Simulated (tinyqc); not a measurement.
From results back to parameters: dielectric confinement in a thin film (image charges). Four cases, with inputs chosen for the exercise.

Problem. The self-energy at the centre was computed from a hidden eh.

A film |z| < t/2 of dielectric constant eps between half-spaces of dielectric constant e2; lam = (eps - e2)/(eps + e2), q = e^2/(4 pi eps0). The self-energy of a band edge is taken with the high-frequency value, e2 = eh, and the field of a fixed ion with the static one, e2 = eo. A charge at z has images lam^|n| at n t + (-1)^n z. Its self-energy is S(z) = (q/2 eps) sum over n >= 1 of lam^n [1/(n t - 2z) + 1/(n t + 2z)] for odd n and 2 lam^n/(n t) for even n; at the centre S(0) = -(q/(eps t)) ln(1 - lam).

Constants: e^2/(4 pi eps0) = 14.39964547 eV angstrom.

Case 1.

Values chosen: t = 74 angstrom (film thickness); eps = 11.7 (dielectric constant of the film).
S(0) = 11.2133 meV

Case 2.

Values chosen: t = 84 angstrom (film thickness); eps = 11.6 (dielectric constant of the film).
S(0) = 10.1483 meV

Case 3.

Values chosen: t = 72 angstrom (film thickness); eps = 11.4 (dielectric constant of the film).
S(0) = 11.4896 meV

Case 4.

Values chosen: t = 72 angstrom (film thickness); eps = 11.8 (dielectric constant of the film).
S(0) = 11.8563 meV

Find: lam; eh.

Solution. lam = 1 - exp(-S(0) eps t/q), and eh = eps (1 - lam)/(1 + lam).

Case 1.

lam = 0.4904
eh = 4.0

Case 2.

lam = 0.4968
eh = 3.9

Case 3.

lam = 0.4805
eh = 4.0

Case 4.

lam = 0.5032
eh = 3.9

Computed by tinyqc, one run a case: `OMP_NUM_THREADS=1 python tinyqc.py N N+1 out.jsonl` with N = 1250008, 1250031, 1250079, 1250114; one thread of a shared Intel(R) Xeon(R) Processor @ 2.30GHz, about 0.07 s a run at most.
